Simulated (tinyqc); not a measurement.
Read current of a NAND string, cells in series solved by shooting: one step of the calculation.

Cells in series, numbered from 0 at the source line (0 V) to the bit line, each followed by a gap resistance Rg. A cell with gate Vg, threshold VT, source Vs and drain Vd passes I = 2 nf K Vt^2 [F(Vs) - F(Vd)]/(1 + th max(Vg - VT, 0)), F(V) = ln^2(1 + exp((Vg - VT - nf V)/(2 nf Vt))). The selected cell has Vg = Vr, the others Vg = Vp.

Question. Node voltages for a trial current. For a trial current I start at 0 V and, cell by cell (the selected one is cell 1), solve for the drain: sqrt(F(Vd)) = sqrt(F(Vs) - I/k), k = 2 nf K Vt^2/(1 + th max(Vg - VT, 0)), Vd = [Vg - VT - 2 nf Vt ln(exp(sqrt F) - 1)]/nf, then add I Rg.

Values chosen for this exercise; values of the order met in vertical NAND strings:
- T = 358 K (temperature)
- K = 9.4 uA/V^2 (gain factor of a cell)
- nf = 1.4 (slope factor)
- th = 0.11 1/V (mobility reduction factor)
- Rg = 23 kohm (resistance of the gap between cells)
- Vbl = 0.3 V (bit-line voltage)
- Vp = 5.9 V (pass voltage)
- Vr = 2.12 V (read voltage on the selected word line)

Constants: q = 1.602176634e-19 C, kB = 1.380649e-23 J/K, Vt = kB T/q. Results are converted to the units shown.

second trial current = 0.61 uA
thresholds from the source end, cell 0 to 4 (V): [3, 1.1, 3, 3, -1.4]

Wanted: node voltage after each cell and gap, trial 2.

Answer.

node voltage after each cell and gap, trial 2, cell 0 to 4 (V): [0.04376, 0.1377, 0.1836, 0.2303, 0.2612]

Numbers from tinyqc (`OMP_NUM_THREADS=1 python tinyqc.py 2142023 2142024 out.jsonl`; about 0.5 s on one thread of a shared Intel Xeon 2.30GHz).
